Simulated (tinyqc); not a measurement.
A ladder of methods, and size consistency: correlation methods against full CI in the sto-6g basis, for H2, spin multiplicity 1. Computed by the program tinyqc with PySCF. All electrons correlated; +Q is the Davidson correction (1 - c0^2) E_corr. The last columns treat two copies 100 angstrom apart as one system. FCI is the lowest singlet.

Geometry (angstrom):
```
atom,x,y,z
H,0.0000,0.0000,0.0000
H,0.0000,0.0000,0.8750
```

RHF energy of one = -1.105532 hartree

Correlation energies (hartree):
```
method,E_corr of one,share of FCI (%),E_corr of two at 100 angstrom,two minus twice one (mhartree)
MP2,-0.016691,61.0649,-0.033381,0.0000
CISD,-0.027333,100.0000,-0.053593,1.0726
CISD+Q,-0.027890,102.0406,-0.055656,0.1247
CCSD,-0.027333,100.0000,-0.054665,0.0000
CCSD(T),-0.027333,100.0000,-0.054665,0.0000
FCI,-0.027333,100.0000,-,-
```

What does the comparison show, and why?

MP2 recovers 61 %, CISD 100.0 % and CCSD 100.0 % of the FCI value (c0^2 = 0.980 in CISD). MP2 and coupled cluster are size consistent, so their last column vanishes; CISD loses 1.07 mhartree, since a double excitation on each copy is a quadruple of the pair, and the Davidson correction leaves +0.12. With two electrons, or one virtual orbital, CISD and CCSD are exact for one copy, so +Q overshoots there.
